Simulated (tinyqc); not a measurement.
Equal layers of growing thickness: short-period [001] superlattice in sp3s* tight binding.

Planes alternate anion, cation along [001], a/4 apart; at zero in-plane momentum s, pz, s* form one block. All levels of A are shifted so that its Ev (lower root of [[Epa, Vxx], [Vxx, Epc]]) is 0, and those of B so that its Ev is -dEv. A monolayer is an anion plane and the cation plane above it; an anion between unlike cations takes the mean of the two anion levels; each bond takes the couplings of its cation. Block from an anion to the cation above: U with Vss/2 (s,s), Vsapc/2 (s,z), -Vscpa/2 (z,s), Vxx/2 (z,z), Vxapc/2 (s*,z), -Vpaxc/2 (z,s*); to the cation below: the same with the s-z and s*-z signs reversed. The cell of n + m monolayers is closed with the phase exp(2 pi i q). No spin-orbit coupling. In this block 2 (n + m) levels are filled.

For the two lowest empty levels at q = 0: energy, share of the cation weight on A, and Gamma character, the share of the cation amplitudes with Fourier index |j|/(n + m) < 1/4 along the stack (near 1: Gamma-like, near 0: folded from X).

Parameters, chosen for this exercise (A near a published set for GaAs, B for AlAs; shifted at random, so the results belong to these values and not to a real crystal):
- pA = (-8.352, 1.038, -2.661, 3.672, 8.584, 6.756, -6.44, 1.957, 5.063, 4.474, 5.774, 4.847, 4.804) eV (order Esa, Epa, Esc, Epc, Exa, Exc, Vss, Vxx, Vxy, Vsapc, Vscpa, Vxapc, Vpaxc)
- pB = (-7.512, 0.985, -1.161, 3.591, 7.502, 6.728, -6.652, 1.88, 4.292, 5.103, 5.506, 4.527, 4.98) eV (the same for B)
- dEv = 0.48 eV (valence offset: Ev(B) lies this far below Ev(A))
- a = 5.65 angstrom (lattice constant, taken common; strain is left out)

n = m.

Lowest empty levels:

| n = m | layer (angstrom) | E1 (eV) | on A | Gamma | E2 (eV) | on A | Gamma |
|---|---|---|---|---|---|---|---|
| 2 | 5.7 | 1.9038 | 0.49 | 0.12 | 1.9561 | 0.66 | 0.83 |
| 3 | 8.5 | 1.8843 | 0.22 | 0.00 | 1.9160 | 0.76 | 0.95 |
| 4 | 11.3 | 1.8458 | 0.31 | 0.23 | 1.8926 | 0.65 | 0.82 |
| 6 | 16.9 | 1.8003 | 0.77 | 0.83 | 1.8288 | 0.19 | 0.23 |
| 8 | 22.6 | 1.7420 | 0.93 | 0.99 | 1.8134 | 0.01 | 0.01 |
| 10 | 28.2 | 1.6968 | 0.96 | 0.99 | 1.8096 | 0.00 | 0.00 |
| 12 | 33.9 | 1.6643 | 0.97 | 1.00 | 1.8067 | 0.01 | 0.00 |
| 14 | 39.5 | 1.6406 | 0.98 | 1.00 | 1.8030 | 0.01 | 0.00 |
| 18 | 50.9 | 1.6094 | 0.99 | 1.00 | 1.7870 | 0.95 | 0.97 |

How do the results move, and what explains it?

At zero in-plane momentum (the in-plane X valleys are left out) the lowest level is X-like for n = 2, 3 and 4 and Gamma-like for the others (a Gamma weight between about 0.35 and 0.65 marks an even mixture, at the crossover). Thin layers push the light Gamma electron up past the heavy X electron, whose share on A runs from 0.22 to 0.49, so for n = 3 it lies apart from the holes in A (type II); the crossover lies between n = 4 and 6. The crossover moves with dEv and with the electron mass, which this model makes too heavy, so it comes at thinner layers than in the real system. At n = 18 the lowest level lies 0.071 eV above the lowest bulk edge of the two crystals, with 99 % of its cation weight on A.

(tinyqc, `OMP_NUM_THREADS=1 python tinyqc.py 1451456 1451457 out.jsonl`, Intel(R) Xeon(R) Processor @ 2.30GHz, 1 thread, shared host, about 0.3 s.)
